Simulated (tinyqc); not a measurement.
Interface roughness in a thin film (subband fluctuation and scattering), step by step. Values are carried at full precision from step to step, so a last printed digit may differ when a step is redone from the rounded ones.

Square well of width t, barriers V0, c = hbar^2/2m0: E1 solves k t + 2 atan[(k/mz)/(kappa/mb)] = pi, k = sqrt(mz E/c), kappa = sqrt(mb (V0 - E)/c). One interface is rough, so the subband edge fluctuates by G dt with G = |dE1/dt| (central difference of 0.01 angstrom; 2 E1/t for hard walls).

Constants: hbar^2/2m0 = 3.80998211 eV angstrom^2; e^2/(4 pi eps0) = 14.39964547 eV angstrom; hbar = 6.58211957e-16 eV s.

Parameters, chosen for this exercise (near those of a thin Si channel on (100), two-fold valleys; not measured data): t = 16 angstrom (film thickness); mz = 0.934 m0 (confinement mass); V0 = 2.97 eV (barrier); mb = 0.54 m0 (barrier mass); D = 3.2 angstrom (rms height of the roughness); md = 0.187 m0 (mass in the plane); gv = 2 (valleys); Lc = 40 angstrom (correlation length); Ns = 10 x 1e12/cm^2 (sheet density); eps = 8.1 (mean dielectric constant at the channel); Lg = 150 angstrom (gate length); Wg = 150 angstrom (gate width).

## Sensitivity of the level to thickness

Give E1, G, the hard-wall values and the rms fluctuation G D.

E1 = 126.98 meV
G = |dE1/dt| = 14.2234 meV/angstrom

hard walls: E1 (meV) and G (meV/angstrom): [157.266, 19.658]

G D = 45.52 meV

Hard walls overstate G by a factor 1.38, and the scattering rate, which goes as G^2, by 1.91.

## The angular integrand

Gaussian roughness spectrum S(q) = pi D^2 Lc^2 exp(-q^2 Lc^2/4). Degenerate gas, taken to fill one subband (the second starts to fill once c kF^2/md exceeds E2 - E1, which is not tested here): kF = sqrt(2 pi Ns/gv), q = 2 kF sin(theta/2), 1/tau = (md/(2 pi c hbar)) G^2 times the integral from 0 to pi of S(q)(1 - cos theta)/eps(q)^2 dtheta, eps(q) = 1 + qs/q with screening (qs = gv md q0/(c eps), q0 = e^2/(4 pi eps0), form factors left out, which overstates the screening; other scattering is left out too, so these values lie far above measured mobilities in all but the thinnest films) or 1 without; mobility = tau c2/md with c2 = e/m0 = 1.75882e15 cm^2/(V s^2); 1e12/cm^2 = 1e-4/angstrom^2.

kF, qs, and exp(-q^2 Lc^2/4)(1 - cos theta) without and with the factor 1/eps^2 at theta = 30, 60, ..., 180 degrees.

kF = 0.05605 1/angstrom
qs = 0.1745 1/angstrom

Integrand:
```
theta  q (1/angstrom)    bare  eps(q)  screened
30             0.0290  0.0957    7.01   0.00194
60             0.0560   0.142    4.11   0.00841
90             0.0793  0.0810    3.20   0.00790
120            0.0971  0.0346    2.80   0.00442
150            0.1083  0.0171    2.61   0.00251
180            0.1121  0.0131    2.56   0.00201
```

kF Lc = 2.24: the spectrum cuts off large angles, and the bare integrand is largest at 60 degrees among these rows.

## Scattering time and mobility

Integrate over theta.

Results:
```
case      integral  tau (fs)  mobility (cm^2/(V s))
bare        0.1975     40.96                  385.3
screened   0.01371     590.2                   5551
```

Screening raises the mobility by a factor 14.4. With it kF l = 115, so by this rate the carriers are far from localisation. G D = 45.5 meV is more than half of EF - E1 = 64.0 meV, though, which makes the Born rate doubtful.

## Threshold variation

Averaged over an area A = Lg Wg much larger than Lc^2, the thickness varies by D sqrt(pi Lc^2/A), so sigma(Vt) = G D Lc sqrt(pi/A)/e; the Pelgrom coefficient is sigma sqrt(A) (1 micrometre = 1e4 angstrom).

rms of the mean thickness = 1.512 angstrom
sigma(Vt) = 21.513 mV
coefficient = 0.323 mV micrometre

The electrostatic effect of the thickness is left out. Lc is not small against the gate, so the averaging formula overstates the variation.

## Checks

- G from the envelope at the wall, psi(t/2)^2 (E1 + c mz (kappa/mb)^2), against the difference quotient, meV/angstrom: both 14.223.
- Bare integral for Lc -> 0 against pi: both 3.1416.

Program tinyqc; command `OMP_NUM_THREADS=1 python tinyqc.py 1250299 1250300 out.jsonl`; about 0.01 s on one thread of a shared Intel(R) Xeon(R) Processor @ 2.30GHz.
